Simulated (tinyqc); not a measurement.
Full spectrum, Debye and Einstein heat capacities: Born-von Karman spring model of a cubic crystal with one atom per cell. Computed by tinyqc, a small Python program. Command: `OMP_NUM_THREADS=1 python tinyqc.py 3030416 3030417 out.jsonl springs walk`. One thread of a shared host (Intel(R) Xeon(R) Processor @ 2.30GHz), about 0.2 s of CPU time with the checks.

First neighbours lie at a/2 (1,1,0) (12 of them), second at a (1,0,0) (6), with all permutations and signs; the volume per atom is Omega = a^3/4.

Inputs (values chosen for the exercise, for a model crystal): lattice constant a = 4.9 angstrom; atomic mass M = 144 u; radial spring k1L = 2.19 eV/angstrom^2; transverse spring k1T = -0.018 eV/angstrom^2; radial spring k2L = 0.075 eV/angstrom^2; transverse spring k2T = 0.012 eV/angstrom^2.

Lattice: fcc.

Constants: 1 eV/angstrom^3 = 160.2176634 GPa; u = 1.6605390666e-27 kg; hbar = 1.054571817e-34 J s; k_B = 1.380649e-23 J/K; nu for 1 eV/(angstrom^2 u) = 15.6333042 THz; h x 1 THz = 4.135667696 meV; k_B = 8.617333262e-05 eV/K.

Method:
- [ij,kl] = (1/(2 Omega)) sum_R K_ij R_k R_l; C11 = [xx,xx], C44 = [xx,yy], C12 = 2 [xy,xy] - C44; B = (C11 + 2 C12)/3; Zener ratio A = 2 C44/(C11 - C12). K(R) = kL n n^T + kT (1 - n n^T).
- rho = M/Omega and v = sqrt(C/rho), with C = C11, C44, C44 along [100]; (C11 + C12 + 2 C44)/2, C44, (C11 - C12)/2 along [110]; (C11 + 2 C12 + 4 C44)/3 and twice (C11 - C12 + C44)/3 along [111].
- Christoffel matrix G_xx = C11 n_x^2 + C44 (1 - n_x^2), G_xy = (C12 + C44) n_x n_y, with eigenvalues rho v^2; v_m^-3 is the mean of v^-3 over three branches and all directions (12 Gauss-Legendre points in cos(theta) times 24 angles phi = (j + 1/2) pi/12); q_D = (6 pi^2/Omega)^(1/3); Theta = hbar v_m q_D/k_B.
- A neighbour at R with unit vector n couples by the matrix K(R) = kL n n^T + kT (1 - n n^T), and D(q) = (1/M) sum_R K(R) [1 - cos(q.R)].
- An eigenvalue lambda of D in eV/(angstrom^2 u) gives nu = 15.6333042 THz x sqrt(lambda).
- Mesh: q = sum_i (m_i + 1/2)/n b_i, m_i = 0..n-1, with b = [[-1, 1, 1], [1, -1, 1], [1, 1, -1]] in 2 pi/a; sums are averages over the n^3 points (here n = 14), per atom.
- With x = h nu/(k_B T) and n = 1/(exp(x) - 1) for each mode: F = k_B T [x/2 + ln(1 - exp(-x))], U = k_B T x (n + 1/2), S/k_B = x n - ln(1 - exp(-x)), C/k_B = x^2 n (n + 1).
- Debye: C = 9 k_B (T/Theta)^3 int_0^(Theta/T) x^4 e^x/(e^x - 1)^2 dx with the elastic Theta. Einstein: three modes at the root-mean-square frequency. The last column is the Theta that makes the Debye formula give the full C at that T.

elastic Debye temperature = 280.204 K

root-mean-square frequency = 3.8677 THz

Heat capacity (k_B/atom):
```
T (K)  full spectrum   Debye  Einstein  Theta from C (K)
34            0.5765  0.3842    0.3838            237.30
50            1.2013  0.9081    1.0608            237.06
70            1.7915  1.5079    1.7222            237.86
98            2.2697  2.0587    2.2437            238.59
140           2.6043  2.4756    2.5966            239.08
210           2.8138  2.7490    2.8121            239.38
280           2.8931  2.8550    2.8925            239.49
420           2.9518  2.9343    2.9516            239.57
```

What does the comparison show, and why?

The apparent Theta runs from 237 to 240 K against the elastic 280 K; at high T it tends to sqrt(5/3) h nu_rms/k_B = 240 K. At the lowest T the Debye value is 0.67 and the Einstein value 0.67 times the full one; dispersion bends the branches below the sound lines, so the real spectrum has more low modes than Debye assumes. At the highest T Debye misses by 0.59 % and Einstein by 0.0039 %.

Extremes, crossings and ranges named in words are read from the listed rows.
